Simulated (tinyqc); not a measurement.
Koster-Slater impurity in a tight-binding band, by Green functions and by supercells: one step, computed by the program tinyqc. Command: `OMP_NUM_THREADS=1 python tinyqc.py 3022071 3022072 out.jsonl kosterslater walk`. One thread of a shared host (Intel(R) Xeon(R) Processor @ 2.30GHz), about 0.04 s of CPU time with the checks.

One orbital per site, e(k) = -2 t sum cos(k_i) over 2 direction(s), band from -4 t to 4 t, lattice constant 1. One site has the extra energy U. Spin is left out.

Problem. Scattering. T = U/(1 - U G0); phase shift delta = -arg(1 - U G0) in (-pi, pi]; host density of states -Im G0/pi; on the impurity -Im[G0/(1 - U G0)]/pi; lifetime of a band state hbar/(-2 c Im T).

Inputs (values chosen for the exercise, for a model band): impurity potential U = -11 eV; impurity concentration c = 0.0001 per site.

Lattice: square.

G0(E + i eta) = 0.0249630-0.3887865i 1/eV

Constants: hbar = 6.582119569e-16 eV s.

Give: T matrix; phase shift delta; host density of states; density of states on the impurity; scattering lifetime.

Solution.

T matrix = -0.7040-2.3623i eV

phase shift delta = 1.2811 rad

host density of states = 0.12375 1/eV

density of states on the impurity = 0.0062143 1/eV

scattering lifetime = 1393.2 fs

The Born approximation would take Im T = U^2 Im G0 = -47.0 eV, 19.9 times the full value.
